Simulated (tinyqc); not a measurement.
What moves the Penn gap and the ionicity: Penn model of the dielectric constant and Phillips ionicity.

n = 32/a^3; Ep^2 = 8 pi c e2 n with c = hbar^2/2m0, e2 = e^2/(4 pi eps0); EF = c (3 pi^2 n)^(2/3); eps = 1 + (Ep/Eg)^2 S with S = 1 - Eg/(4 EF) + (Eg/(4 EF))^2/3, Eg the Penn gap. Core d shells are left out.

Phillips: bond length d = sqrt(3) a/4; homopolar gap Eh = 39.74 d^(-2.48) eV (d in angstrom); Eg^2 = Eh^2 + C^2; ionicity fi = C^2/Eg^2.

Constants: hbar^2/2m0 = 3.80998211 eV angstrom^2; e^2/(4 pi eps0) = 14.39964547 eV angstrom.

Inputs chosen for the exercise (out of a larger set: near those of Ge; not measured data): a = 5.667 angstrom (cubic lattice constant, 32 valence electrons a cell); ei = 16.05 (high-frequency dielectric constant).

Eg from ei; fi = 1 - (Eh/Eg)^2, printed even where negative.

Results for these values:

| case | Ep (eV) | Eg (eV) | Eh (eV) | fi |
|---|---|---|---|---|
| base | 15.570 | 3.846 | 4.289 | -0.244 |

What happens to each result for a = 5.78 angstrom, all else kept?

Answer: Ep falls from 15.570 to 15.116; Eg falls from 3.846 to 3.732; Eh falls from 4.289 to 4.084; fi rises from -0.244 to -0.197.

The same for each parameter in turn:

| case | Ep (eV) | Eg (eV) | Eh (eV) | fi |
|---|---|---|---|---|
| base | 15.570 | 3.846 | 4.289 | -0.244 |
| a = 5.78 angstrom | 15.116 | 3.732 | 4.084 | -0.197 |
| ei = 14.45 | 15.570 | 4.059 | 4.289 | -0.117 |

For an elemental crystal fi should vanish; the values measure the misfit of the rule for Eh and the missing d-shell factor.

Program tinyqc; command `OMP_NUM_THREADS=1 python tinyqc.py 1651065 1651066 out.jsonl`; about 0.01 s on one thread of a shared Intel(R) Xeon(R) Processor @ 2.30GHz.
